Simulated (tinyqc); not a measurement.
Exciton in an atomically thin sheet (Rytova-Keldysh potential): sweeps and comparisons. A value that a table varies takes the place of the one given here.

Relative motion in the plane with V(k) = -2 pi q/(k (kap + r0 k)), q = e^2/(4 pi eps0), c = hbar^2/2m0. Normalised Gaussians exp(-a_i r^2): with A = a_i + a_j, S_ij = 2 sqrt(a_i a_j)/A, T_ij = (4c/mu)(a_i a_j/A) S_ij, V_ij = -q S_ij times the integral over k from 0 to infinity of exp(-k^2/4A)/(kap + r0 k).

Converged values use 20 Gaussians with exponents 2^i/b^2, i = -11 to 8, b the larger of a0 kap/(2 mu) and sqrt(a0 r0/mu), a0 = 0.5291772 angstrom; p states use r exp(i theta) exp(-a r^2).

Constants: hbar^2/2m0 = 3.80998211 eV angstrom^2; e^2/(4 pi eps0) = 14.39964547 eV angstrom; Ry = 13.60569312 eV.

Values chosen for the exercise (near those of a MoTe2 monolayer; the results hold for these values, not for the real material): r0 = 72.7 angstrom (screening length of the sheet); kaps = (1, 2, 3, 4, 6, 9, 15) (surroundings); me = 0.564 m0 (electron mass); mh = 0.594 m0 (hole mass); kap = 4.5 (mean dielectric constant of the surroundings); Eg = 1.275 eV (gap, in these surroundings).

## Dielectric surroundings

mu = 0.289306 m0

Converged 1s and 2s bindings; the hydrogen value is 4 Ry mu/kap^2.

Bindings (meV):
```
kap      1s     2s  2s line - 1s line  hydrogen 1s  1s/2s
1.00  377.1  194.2              182.9        15745   1.94
2.00  261.6  108.3              153.3         3936   2.42
3.00  201.0   70.4              130.5         1749   2.85
4.00  162.1   49.6              112.4          984   3.27
6.00  114.1   28.4               85.7          437   4.02
9.00   75.3   15.2               60.1          194   4.96
15.0   40.1    6.4               33.7           70   6.27
```

What can be read from the table?

The 1s binding falls by a factor 9.4 where the hydrogen model gives 225; the local exponent d ln E/d ln kap moves from -0.53 to -1.23, towards -2. The ratio 1s/2s climbs from 1.9 to 6.3, towards the hydrogen value 9, as r0/kap shrinks from 72.7 to 4.8 angstrom.

## What each parameter does

1/mu = 1/me + 1/mh; converged values. Eg is held fixed when kap or r0 changes: the shrinking of the gap by stronger screening, which offsets most of the shift of the 1s line, is left out. Each row changes one parameter from the base and keeps the others.

Results:
```
case                1s binding (meV)  2s - 1s (meV)  2s - 2p (meV)  1s line (eV)
base                           147.2          104.7           12.9         1.128
me = 0.677 m0                  152.8          107.7           13.6         1.122
mh = 0.475 m0                  140.3          100.9           12.0         1.135
kap = 5.85                     116.8           87.4            8.9         1.158
r0 = 58.2 angstrom             167.3          121.6           13.9         1.108
Eg = 1.34 eV                   147.2          104.7           12.9         1.193
```

What can be read from the table?

The largest shifts from the base row, up to three for each result and ties (the steps differ in size, so this ranks the rows, not the parameters). 1s binding (meV): kap -30.4, r0 +20.0, mh -7.0; unchanged at the printed digits by Eg. 2s - 1s (meV): kap -17.4, r0 +16.9, mh -3.8; unchanged at the printed digits by Eg. 2s - 2p (meV): kap -4.0, r0 +1.0, mh -0.9; unchanged at the printed digits by Eg. 1s line (eV): Eg +0.065, kap +0.030, r0 -0.020.

(tinyqc, `OMP_NUM_THREADS=1 python tinyqc.py 1250361 1250362 out.jsonl`, Intel(R) Xeon(R) Processor @ 2.30GHz, 1 thread, shared host, about 0.03 s.)
